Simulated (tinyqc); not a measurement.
From results back to parameters: localisation in a chain with random site energies (transfer matrices). Five cases, with inputs chosen for the exercise.

Problem. In the localised range mean ln T = c - 2N/xi, xi being the localisation length in sites, and site energies spread evenly over a width W give xi = 24 (4t^2 - E^2)/W^2 for weak disorder. The two means come from a hidden xi.

Case 1.

Values chosen: t = 1.31 eV (hopping); E = -1.92 eV (energy); N1 = 73 (first length); N2 = 268 (second length).

mean ln T: N1 -3.85558, N2 -13.75406

Case 2.

Values chosen: t = 1.76 eV (hopping); E = -1.4 eV (energy); N1 = 69 (first length); N2 = 138 (second length).

mean ln T: N1 -23.54983, N2 -46.93966

Case 3.

Values chosen: t = 1.24 eV (hopping); E = -0.87 eV (energy); N1 = 59 (first length); N2 = 195 (second length).

mean ln T: N1 -5.37532, N2 -17.62757

Case 4.

Values chosen: t = 0.64 eV (hopping); E = -1.02 eV (energy); N1 = 49 (first length); N2 = 239 (second length).

mean ln T: N1 -4.91392, N2 -23.54137

Case 5.

Values chosen: t = 0.86 eV (hopping); E = -1.07 eV (energy); N1 = 69 (first length); N2 = 234 (second length).

mean ln T: N1 -4.36250, N2 -14.67500

Find: xi; W.

Solution. The slope gives xi = 2 (N2 - N1)/(difference of the means), and W = sqrt(24 (4t^2 - E^2)/xi).

Case 1.

xi = 39.4 sites
W = 1.39 eV

Case 2.

xi = 5.9 sites
W = 6.51 eV

Case 3.

xi = 22.2 sites
W = 2.41 eV

Case 4.

xi = 20.4 sites
W = 0.84 eV

Case 5.

xi = 32.0 sites
W = 1.17 eV

Computed by tinyqc, one run a case: `OMP_NUM_THREADS=1 python tinyqc.py N N+1 out.jsonl` with N = 1451944, 1451954, 1451955, 1452003, 1452005; one thread of a shared Intel(R) Xeon(R) Processor @ 2.30GHz, about 0.1 s a run at most.
